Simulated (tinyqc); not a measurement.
# Inputs raised by 2 %, one at a time

Model: heat flow across a film from the phonon Boltzmann equation in the relaxation-time approximation. Computed by tinyqc, a small Python program. Command: `OMP_NUM_THREADS=1 python tinyqc.py 3028388 3028389 out.jsonl slabbte sens`. One thread of a shared host (Intel(R) Xeon(R) Processor @ 2.30GHz), about 0.06 s of CPU time with the checks.

Two black walls, hot at x = 0 and cold at x = L, emit phonons isotropically. For one free path Lambda, with tau = x/Lambda, tau_L = L/Lambda and phi = (T - T_cold)/Delta T, energy balance gives phi(tau) = (1/2) [E2(tau) + int_0^tau_L phi(s) E1(|tau - s|) ds]; E_n are the exponential integrals. The flux over the ballistic flux C v Delta T/4 is psi = 1 - 2 int_0^tau_L phi(s) E2(s) ds, and kappa_eff/kappa = (3/4) tau_L psi. kappa = C v Lambda/3 is an input, so at fixed kappa a longer free path means a smaller C v.

Inputs (values chosen for the exercise, modelled on sapphire):

| quantity | value | unit |
|---|---|---|
| bulk conductivity kappa | 36.3 | W/(m K) |
| film thickness L | 9.8 | nm |
| wall temperature difference Delta T | 1 | K |
| free path Lambda_1 | 25 | nm |
| free path Lambda_2 | 310 | nm |
| share f_2 of kappa | 0.35 | - |
| free path Lambda_3 | 1400 | nm |
| share f_3 of kappa | 0.23 | - |
| cells n in the small system | 5 | - |

Free-path groups: three.

Method:
- Cut the film into n equal cells with constant phi, collocated at the centres c_i: the kernel integrates to A_ij = |E2(|c_i - e_j|) - E2(|c_i - e_(j+1)|)|/2 for cell edges e_j, and A_ii = 1 - E2(half a cell); solve (1 - A) phi = E2(c)/2; psi = 1 - 2 sum_j phi_j [E3(e_j) - E3(e_(j+1))].
- Use 150 and 300 cells and extrapolate psi = (4 psi(300) - psi(150))/3. The jump at the hot wall is 1 - phi there (linear extrapolation from the first two of 300 cells). Two-flux (diffusion with slip) formula: psi = 1/(1 + 3 tau_L/4).
- Each group is solved on its own with 150 and 300 cells, psi = (4 psi(300) - psi(150))/3, and weighted by its share of kappa (f_1 is what the others leave); exchange of energy between groups inside the film is left out.
- Flux J = kappa_eff Delta T/L; apparent boundary resistance per wall (L/kappa_eff - L/kappa)/2.

Runs:

| input moved | from | to | kappa_eff (W/(m K)) | flux J (GW/m^2) | apparent resistance per wall (m^2 K/GW) | jump at the wall / Delta T for Lambda_1 |
|---|---|---|---|---|---|---|
| base run | - | - | 3.6951 | 0.37705 | 1.1911 | 0.33539 |
| bulk conductivity kappa (W/(m K)) | 36.3 | 37.026 | 3.7690 | 0.38459 | 1.1677 | 0.33539 |
| film thickness L (nm) | 9.8 | 9.996 | 3.7528 | 0.37543 | 1.1941 | 0.33362 |
| free path Lambda_1 (nm) | 25 | 25.5 | 3.6445 | 0.37188 | 1.2095 | 0.33715 |
| free path Lambda_2 (nm) | 310 | 316.2 | 3.6895 | 0.37648 | 1.1931 | 0.33539 |
| share f_2 of kappa | 0.35 | 0.357 | 3.6449 | 0.37193 | 1.2093 | 0.33539 |
| free path Lambda_3 (nm) | 1400 | 1428 | 3.6942 | 0.37696 | 1.1914 | 0.33539 |
| share f_3 of kappa | 0.23 | 0.2346 | 3.6592 | 0.37338 | 1.2041 | 0.33539 |

Exponents ln(y'/y) / ln(x'/x):

| input | kappa_eff | flux J | apparent resistance per wall | jump at the wall / Delta T for Lambda_1 |
|---|---|---|---|---|
| bulk conductivity kappa | 1.000 | 1.000 | -1.000 | 0.000 |
| film thickness L | 0.782 | -0.218 | 0.128 | -0.268 |
| free path Lambda_1 | -0.696 | -0.696 | 0.775 | 0.265 |
| free path Lambda_2 | -0.076 | -0.076 | 0.085 | 0.000 |
| share f_2 of kappa | -0.690 | -0.690 | 0.768 | 0.000 |
| free path Lambda_3 | -0.012 | -0.012 | 0.013 | 0.000 |
| share f_3 of kappa | -0.493 | -0.493 | 0.549 | 0.000 |

To which inputs is each result most sensitive?

Among the inputs moved here: kappa_eff answers most in size to bulk conductivity kappa (exponent +1.000), next to film thickness L (+0.782). Its exponent +1.000 in bulk conductivity kappa: at fixed free paths all scales with kappa. Flux J answers most in size to bulk conductivity kappa (exponent +1.000), next to free path Lambda_1 (-0.696). Apparent resistance per wall answers most in size to bulk conductivity kappa (exponent -1.000), next to free path Lambda_1 (+0.775). Jump at the wall / Delta T for Lambda_1 answers most in size to film thickness L (exponent -0.268), and about equally to free path Lambda_1 (+0.265); its exponent is below 0.0005 for bulk conductivity kappa, free path Lambda_2, share f_2 of kappa, free path Lambda_3, share f_3 of kappa.

Caution (all rows): below about 10 nm the film nears the phonon wavelength, and a particle picture fails.
